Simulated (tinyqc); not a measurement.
Schottky barrier on an n-type semiconductor, non-linear Poisson equation by Newton steps: one step of the calculation.

One dimension, metal at x = 0, donor density C(x) = Nd, uniform. Energies are counted from the electron Fermi level of the semiconductor and the conduction-band edge is Ec = -psi, so n = Nc exp(psi/Vt); holes follow the Fermi level of the metal, at -V, so p = Nv exp((V - psi - Eg)/Vt). Ends: psi(0) = V - phiB and psi = Vt ln(Nd/Nc) deep inside. Boltzmann statistics, full ionisation, no current, no image force in the Poisson equation.

Question. Densities, residual and Jacobian diagonal. n_i = Nc exp(psi_i/Vt), p_i = Nv exp((V - psi_i - Eg)/Vt), rho_i = p_i - n_i + C_i, g_i = (n_i + p_i)/Vt. Box widths w_i = (h_(i-1) + h_i)/2 in cm. Residual F_i = a_i (psi_(i+1) - psi_i) - a_(i-1) (psi_i - psi_(i-1)) + q rho_i w_i; Jacobian: a_(i-1) and a_i beside the diagonal, b_i = -a_(i-1) - a_i - q g_i w_i on it. The two end nodes are fixed.

Parameters, values chosen for the exercise; band and dielectric values close to those of cadmium telluride:
```
symbol    value   unit                                      meaning
T           300      K                                  temperature
Eg         1.49     eV                                     band gap
Nc      7.87e17  cm^-3       conduction-band density of states at T
Nv      1.77e19  cm^-3          valence-band density of states at T
V             0      V  bias of the metal against the semiconductor
```

Constants: q = 1.602176634e-19 C, kB = 1.380649e-23 J/K, Vt = kB T/q. Results are converted to the units shown.

```
node  x (nm)  psi at the start (V)  donor density C (cm^-3)
0          0           -0.69000000                   2.3e16
1         17           -0.66718067                   2.3e16
2       36.8           -0.64060287                   2.3e16
3       59.8           -0.60972966                   2.3e16
4       86.6           -0.57375566                   2.3e16
5        118           -0.53160702                   2.3e16
6        154           -0.48328374                   2.3e16
7        196           -0.42690658                   2.3e16
8        245           -0.36113323                   2.3e16
9        302           -0.28462136                   2.3e16
10       369           -0.19468637                   2.3e16
11       446           -0.09132824                   2.3e16
```

coupling a_i, interval 0 to 10 (F/cm^2): 5.2083458e-7  4.4718120e-7  3.8496469e-7  3.3038014e-7  2.8198050e-7  2.4594966e-7  2.1081400e-7  1.8069771e-7  1.5533663e-7  1.3215206e-7  1.1498945e-7

Give: n; p; residual F; diagonal b.

Answer.

```
node  n (cm^-3)  p (cm^-3)
0      2.0160e6   6.4352e5
1      4.8734e6   2.6621e5
2      1.3624e7      95220
3      4.4975e7      28846
4      1.8084e8     7173.7
5      9.2336e8     1405.0
6      5.9864e9     216.71
7     5.2998e10     24.479
8     6.7484e11     1.9224
9     1.3018e13   0.099656
10    4.2207e14  0.0030737
11    2.3000e16  5.6406e-5
```

```
node  residual F (1e-8 C/cm^2)  diagonal b (F/cm^2)
1                       0.6780           -9.6802e-7
2                       0.7886           -8.3215e-7
3                       0.9176           -7.1534e-7
4                       1.0723           -6.1236e-7
5                       1.2418           -5.2793e-7
6                       1.4372           -4.5676e-7
7                       1.6767           -3.9151e-7
8                       1.9530           -3.3606e-7
9                       2.2834           -2.8799e-7
10                      2.6045           -2.6598e-7
```

Computed by the program tinyqc: `OMP_NUM_THREADS=1 python tinyqc.py 2020054 2020055 out.jsonl`, one thread of a shared Intel Xeon 2.30GHz, about 0.04 s for the whole run.
